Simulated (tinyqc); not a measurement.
Coherent transport through a tight-binding region between two chains, step by step. Computed by tinyqc, a small Python program that keeps every step. Settings: temperature = 77, mu = 0.46. Command: `OMP_NUM_THREADS=1 python tinyqc.py 30361 30362 out.jsonl` (the two numbers bound the seeds that draw the settings). One thread of a shared host (Intel(R) Xeon(R) Processor @ 2.60GHz), about 0.07 s of CPU time with the checks.

## Transmission at E = -0.06 eV

H of the central region (eV), lower triangle:
```
          1         2         3        4
1   0.00000
2  -1.89000   0.39000
3   0.00000  -1.89000   0.39000
4  -1.89000   0.00000  -1.89000  0.00000
```

Leads: semi-infinite chains with site energy 0:
```
parameter                           value
lead hopping t (eV)              1.200000
coupling to the left lead (eV)   0.810000
coupling to the right lead (eV)  1.480000
left contact site                       1
right contact site                      2
```

E = -0.06000 eV

Surface Green function g = (E - i sqrt(4 t^2 - E^2)) / (2 t^2); self-energy tc^2 g on each contact site; G = (E - H - Sigma)^(-1); Gamma = -2 Im Sigma; T = Gamma_L Gamma_R |G_LR|^2; local density of states -Im G_ii / pi.

g = -0.02083-0.83307i 1/eV

G (1/eV), lower triangle:
```
                   1                  2                  3                  4
1  -0.91093-0.99652i
2  -0.00566+0.00863i  -0.13102-0.51460i
3   0.91805+1.00383i   0.00990+0.00777i  -0.90843-1.01172i
4   0.22425+0.23038i   0.13337+0.51645i   0.30291-0.24865i  -0.06125-0.57565i
```

local density of states (1/eV): 0.31720  0.16380  0.32204  0.18324

transmission = 0.00042

## Transmission across the band

The same steps on a grid of energies.

T(E):
```
E (eV)            T
-2.2800000  0.03021
-2.0520000  0.07258
-1.8240000  0.09784
-1.5960000  0.10811
-1.3680000  0.10535
-1.1400000  0.09209
-0.9120000  0.07152
-0.6840000  0.04744
-0.4560000  0.02415
-0.2280000  0.00653
0.0000000         0
0.2280000   0.00151
0.4560000   0.00066
0.6840000   0.01432
0.9120000   0.04078
1.1400000   0.07044
1.3680000   0.09355
1.5960000   0.10249
1.8240000   0.09378
2.0520000   0.06784
2.2800000   0.02690
```

levels of the isolated region (eV): -3.59503  0.18497  0.20503  3.98503

## Current

I = (2e/h) int T(E) [f(E - mu - V/2) - f(E - mu + V/2)] dE at 77 K with mu = 0.46 eV, the bias not changing H; 2e^2/h = 77.48092 microsiemens; the integral runs over the band on 4001 points.

Current:
```
V (volt)  I (microampere)
0.01000           0.00060
0.05000           0.00313
0.10000           0.00711
0.20000           0.02081
0.40000           0.08950
0.80000           0.45657
```
